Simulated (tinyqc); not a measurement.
## Exponent and activation energy from three stresses

Problem. Oxide breakdown follows t63 = a V^(-n) exp(Ea q/(kB T)). Find n, Ea and the E-model slope gamma = n/E (cm/MV) at the higher voltage, E = V/tox.

Parameters, values chosen for the exercise: oxide thickness tox = 5.3 nm.

Constants: q = 1.602176634e-19 C, kB = 1.380649e-23 J/K. Results are converted to the units shown.

t63 at (5.13 V, 398 K), (7.21 V, 398 K) and (7.21 V, 423 K) (s): [1.3466619e5, 0.47290954, 0.14905850]

Answer. The two voltages give n and the two temperatures Ea.

n = 36.9
Ea = 0.670 eV
gamma = 2.71 cm/MV

tinyqc, about 0.01 s, one thread, Intel Xeon 2.30GHz (shared host): `OMP_NUM_THREADS=1 python tinyqc.py 2070103 2070104 out.jsonl`
